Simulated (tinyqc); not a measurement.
# Poole-Frenkel parameters from three currents

Question. Poole-Frenkel conduction in an insulator follows J = s0 F exp[-(pt - sqrt(q F/(pi eps0 ei)))/Vt], Vt = kB T/q, F in V/cm. Find ei, pt and s0.

Constants: q = 1.602176634e-19 C, kB = 1.380649e-23 J/K, eps0 = 8.8541878128e-14 F/cm where lengths are in cm. Results are converted to the units shown.

J at (1.12 MV/cm, 300 K), (4.5 MV/cm, 300 K) and (4.5 MV/cm, 350 K) (A/cm^2): 2.0199876e-8  0.11241436  1.5131497

Answer. The two fields give the lowering coefficient and so ei; the two temperatures give the lowered barrier, to which the lowering is added back.

ei = 4.87
pt = 1.20 eV
s0 = 2.00 S/cm

tinyqc, about 0.01 s, one thread, Intel Xeon 2.30GHz (shared host): `OMP_NUM_THREADS=1 python tinyqc.py 2370145 2370146 out.jsonl`
